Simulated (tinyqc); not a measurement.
Worked calculation: band offset from the macroscopic average of a supercell potential. Values are carried at full precision from step to step, so a last printed digit may differ when a step is redone from the rounded ones.

A model of the planar-averaged electrostatic energy of an electron in a periodic cell of N1 periods of A (L1 = N1 n1 h) and N2 periods of B (L2 = N2 n2 h), on z_j = j h: V(z) = f VA + (1 - f) VB + F t(z), VA = V1[0] + V1[1] cos(2 pi z/(n1 h)) + V1[2] cos(4 pi z/(n1 h)), VB the same with V2, n2 and z - L1. f = [tanh(z/w) - tanh((z - L1)/w) + tanh((z - L1 - L2)/w)]/2 + 1/2; t(z) = z - L1/2 in A and (L1/L2)(L1 + L2/2 - z) beyond, so that the cell is periodic.

Constants: e^2/(4 pi eps0) = 14.39964547 eV angstrom.

Inputs chosen for the exercise (gaps near those of Si and GaP; shifted at random, so the results belong to these values and not to a real crystal): h = 0.35 angstrom (grid step); n1 = 5 (grid points per period of A); n2 = 5 (grid points per period of B); N1 = 4 (periods of A); N2 = 4 (periods of B); V1 = (-11.51, 2.24, 0.24) eV (mean and two harmonics of the potential in A); V2 = (-6.17, 1.9, 0.46) eV (the same in B); w = 0.34 angstrom (width of the interfaces); F = -0.029 eV/angstrom (slope in A from opposite charges on the two interfaces); Ev1 = 2.28 eV (valence top of bulk A above its mean potential); Eg1 = (0.61, 1.22) eV (gap of A: semi-local value, corrected value); fv1 = 0.67 (share of the correction that lowers the valence top of A); Ev2 = -3.8 eV (valence top of bulk B above its mean potential); Eg2 = (1.64, 2.25) eV (gap of B: semi-local value, corrected value); fv2 = 0.55 (the same share for B); eps = 11.1 (dielectric constant at the interface).

## The planar average

Evaluate V on the grid, j = 0, 1, ...

V(z_j) (eV): -6.319  -10.348  -13.076  -13.165  -10.950  -8.979  -10.971  -13.218  -13.228  -11.002  -9.030  -11.022  -13.268  -13.278  -11.053  -9.081  -11.072  -13.307  -13.238  -10.531  -6.521  -6.619  -7.737  -7.648  -6.017  -3.861  -5.996  -7.595  -7.585  -5.965  -3.810  -5.945  -7.545  -7.535  -5.914  -3.759  -5.895  -7.506  -7.575  -6.436

## Running means

Running mean over n points, periodic: for odd n the plain mean of the n points centred on j; for even n the n + 1 points with half weight at both ends. The macroscopic average applies the mean over n1 points and then over n2 points.

Apply the first mean, then the second.

after the mean over n1 points (eV): -8.751  -9.869  -10.772  -11.304  -11.428  -11.457  -11.469  -11.480  -11.490  -11.500  -11.510  -11.520  -11.530  -11.540  -11.550  -11.558  -11.550  -11.446  -10.934  -10.043  -8.929  -7.811  -6.908  -6.376  -6.252  -6.223  -6.211  -6.200  -6.190  -6.180  -6.170  -6.160  -6.150  -6.140  -6.130  -6.122  -6.130  -6.234  -6.746  -7.637

macroscopic average (eV): -8.755  -9.666  -10.425  -10.966  -11.286  -11.427  -11.465  -11.479  -11.490  -11.500  -11.510  -11.520  -11.530  -11.540  -11.546  -11.529  -11.408  -11.106  -10.580  -9.833  -8.925  -8.014  -7.255  -6.714  -6.394  -6.253  -6.215  -6.201  -6.190  -6.180  -6.170  -6.160  -6.150  -6.140  -6.134  -6.151  -6.272  -6.574  -7.100  -7.847

Around the middle of B the first mean varies by 41 meV over five points and the second by 41 meV; the tilt of the potential alone amounts to 41 meV over these points.

## The potential line-up

Read the macroscopic average in the middle of each region, j = 10 and j = 30, and its slope in A by a central difference over two points each way.

plateau in A = -11.510 eV
plateau in B = -6.170 eV
dV = B - A = 5.340 eV
slope in A = -0.029 eV/angstrom

The average is tilted: the interfaces carry opposite charges, and the potential changes by -0.20 eV across A and by as much the other way across B. Reading both regions at their mid-points (to within half a grid step), or extrapolating both lines to one interface, removes the tilt from dV.

## Band offsets

dEv = Ev(A) - Ev(B) = Ev1 - (dV + Ev2); dEc = Ec(B) - Ec(A) = Eg2 - Eg1 - dEv. The correction of a gap, c = Eg[1] - Eg[0], lowers the valence top by fv c and leaves dV, a ground-state quantity, as it is. Type I: dEv and dEc of one sign; II: opposite signs; III: no overlap of the gaps.

Give the offsets with semi-local and with corrected band edges.

dEv, dEc, semi-local (eV): 0.740  0.290

lowering of the valence tops of A and B (eV): 0.409  0.336

dEv, dEc, corrected (eV): 0.667  0.363

The correction moves dEv by -0.07 eV and dEc by +0.07 eV; the type stays I.

## The dipole behind the step

A step dV of the mean electron energy from A to B across an interface equals 4 pi (e^2/4 pi eps0) times a dipole per area p (in e angstrom per angstrom^2). For a change of 0.1 eV in dV, give the charge per area moved over 2 angstrom in a medium of dielectric constant eps: sigma = 0.1 eps/(4 pi (e^2/4 pi eps0) 2). 1 angstrom^-2 = 1e16 cm^-2.

|p| = 0.02951 e/angstrom
sigma = 3.07e+13 e/cm^2

With about 7e14 atoms per cm^2 in a plane (as on a silicon (100) face), 4.4 % of an electron per atom shifts the line-up by 0.1 eV.

## Checks

- Line-up in a cell of 14 + 14 periods without slope against V2[0] - V1[0] (eV): both 5.3400.

tinyqc: `OMP_NUM_THREADS=1 python tinyqc.py 1880337 1880338 out.jsonl`; about 0.01 s, one thread, shared Intel(R) Xeon(R) Processor @ 2.30GHz.
